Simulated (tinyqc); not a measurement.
The network against temperature: hopping conduction between localised states. Computed by tinyqc, a small Python program. Command: `OMP_NUM_THREADS=1 python tinyqc.py 3014083 3014084 out.jsonl hop walk`. One thread of a shared host (Intel(R) Xeon(R) Processor @ 2.30GHz), about 0.01 s of CPU time with the checks.

Energies are counted from the Fermi level. A small network shows the mechanism; the laws of an infinite system follow.

Inputs (values chosen for the exercise, for a model defective oxide): localisation length xi = 0.62 nm; temperature T = 32 K.

Dimension: 3D.

sites of the small network (nm, nm, meV), columns x, y, energy:
```
[[0, 0.12, 1.18],
 [0.59, 0.24, -13.04],
 [1.76, 1.26, 8.78],
 [2.16, 1.63, -16.47],
 [3.23, 0.86, -13.38],
 [4.01, 1.47, 4.23],
 [4.49, 0.9, -2.49],
 [5.5, 0.73, -1.54]]
```

Constants: k_B = 8.617333262e-05 eV/K.

Method:
- Miller-Abrahams exponent s_ij = 2 r_ij/xi + (|E_i| + |E_j| + |E_i - E_j|)/(2 k_B T); G_ij = G_0 exp(-s_ij).
- Site 1 is held at potential 1 and site 8 at 0; Kirchhoff's law sum_j G_ij (u_i - u_j) = 0 fixes the others; G = sum_j G_1j (1 - u_j).
- Critical exponent s_c: the smallest value such that bonds with s_ij <= s_c connect site 1 with site 8.
- The last column is the length of the critical bond.

Network:
```
T (K)  -ln(G/G_0)     s_c  critical hop (nm)
9.6        17.576  17.903             2.2598
14.0       14.831  14.567             2.2598
22.0       12.216  11.921             2.2598
32.0       10.513  10.474             2.2598
48.0        8.998   8.887             2.0970
80.0        7.608   8.038             2.0970
160.0       6.449   6.590             1.5522
480.0       5.643   5.535             1.5522
```

-ln(G/G_0) follows s_c within 0.5. The critical hop is 2.26 nm long at the lowest T and 1.55 nm at the highest: on cooling the carrier goes farther to find a site of nearer energy, which is variable-range hopping.

Extremes, crossings and ranges named in words are read from the listed rows.
